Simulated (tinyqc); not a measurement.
p-n diode, drift-diffusion by the Gummel loop with Scharfetter-Gummel fluxes: one step of the calculation.

Abrupt junction at x = 0, p side from -Lp, n side to Ln, ohmic contacts. psi is counted from the intrinsic level; n = ni exp((psi - phin)/Vt), p = ni exp((phip - psi)/Vt). Contacts: p side psi = V - Vt ln(Na/ni), p = Na, n = ni^2/Na; n side psi = Vt ln(Nd/ni), n = Nd, p = ni^2/Nd. Constant mobilities, D = mu Vt, Boltzmann statistics, SRH recombination through a mid-gap level, U = (n p - ni^2)/(tp (n + ni) + tn (p + ni)). Current is positive from the p contact to the n contact.

Task. Poisson equation. With phin and phip held, solve a_i (psi_(i+1) - psi_i) - a_(i-1) (psi_i - psi_(i-1)) + q w_i (p_i - n_i + C_i) = 0 for the inner nodes by Newton steps to convergence; a_i = eps0 eps_r/h_i, h_i = x_(i+1) - x_i, w_i = (h_(i-1) + h_i)/2, C = -Na or +Nd.

Values chosen for this exercise; band and dielectric values close to those of silicon: temperature T = 300 K; relative permittivity eps_r = 11.7; acceptor density of the p side Na = 3.5e17 cm^-3; donor density of the n side Nd = 8.8e15 cm^-3; bias of the p contact V = 0.57 V.

Constants: q = 1.602176634e-19 C, kB = 1.380649e-23 J/K, Vt = kB T/q, eps0 = 8.8541878128e-14 F/cm where lengths are in cm. Results are converted to the units shown.

```
node  x (nm)  phin at the start (V)  phip at the start (V)
0      -4200                   0.57                   0.57
1      -1510                      0                   0.57
2       -539                      0                   0.57
3       -184                      0                   0.57
4      -55.3                      0                   0.57
5       -8.5                      0                   0.57
6        8.5                      0                   0.57
7       43.5                      0                   0.57
8        116                      0                   0.57
9        264                      0                   0.57
10       570                      0                   0.57
11      1200                      0                      0
```

ni = 1.2932676e10 cm^-3

Wanted: psi; n after Poisson; p after Poisson.

Result.

```
node  psi (V)  n after Poisson (cm^-3)  p after Poisson (cm^-3)
0     0.12758                   477.87                3.5000e17
1     0.12758                1.7984e12                3.5000e17
2     0.12758                1.7984e12                3.5000e17
3     0.12758                1.7984e12                3.5000e17
4     0.12764                1.8028e12                3.4915e17
5     0.13307                2.2245e12                2.8295e17
6     0.19128                2.1139e13                2.9776e16
7     0.25686                2.6716e14                2.3561e15
8     0.32708                4.0396e15                1.5582e14
9     0.34635                8.5128e15                7.3940e13
10    0.34740                8.8658e15                7.0996e13
11    0.34721                8.8000e15                    19006
```

Program tinyqc, `OMP_NUM_THREADS=1 python tinyqc.py 2240106 2240107 out.jsonl`; Intel Xeon 2.30GHz, shared host, one thread, about 0.2 s.
